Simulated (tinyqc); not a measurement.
The product rho l across metals: free and nearly free electrons in a metal.

Constants: hbar^2/2m0 = 3.80998211 eV angstrom^2; hbar = 6.58211957e-16 eV s.

Free electrons with m = 1; fcc cells hold 4 atoms and bcc cells 2; n = atoms z/a^3, kF = (3 pi^2 n)^(1/3), rho l = hbar kF/(n e^2), e = 1.602176634e-19 C. Inputs are chosen for the exercise.

Results:
```
case     lattice  a (angstrom)  z  rho (micro-ohm cm)  kF (1/angstrom)  EF (eV)  l (nm)  rho l (1e-16 ohm m^2)
near Cu      fcc         3.626  1                1.70            1.354     6.99    39.0                   6.63
near K       bcc         5.257  1                7.44            0.741     2.09    29.7                  22.13
near Au      fcc         4.057  1                2.13            1.210     5.58    39.0                   8.30
near Ag      fcc         4.059  1                1.51            1.210     5.58    55.0                   8.31
near Na      bcc         4.254  1                4.68            0.916     3.20    31.0                  14.49
near Al      fcc         4.054  3                2.65            1.747    11.63    15.0                   3.99
```

rho l falls as n^(-2/3): it is lowest for the case near Al and highest for near K. The lowest bulk rho belongs to near Ag; in very narrow wires, where rho l rules, the order changes. Real Fermi surfaces depart from spheres, most for the polyvalent and noble metals.

Run: tinyqc, `OMP_NUM_THREADS=1 python tinyqc.py 1651910 1651911 out.jsonl`; Intel(R) Xeon(R) Processor @ 2.30GHz, one thread, shared host; about 0.01 s of CPU time with all checks.
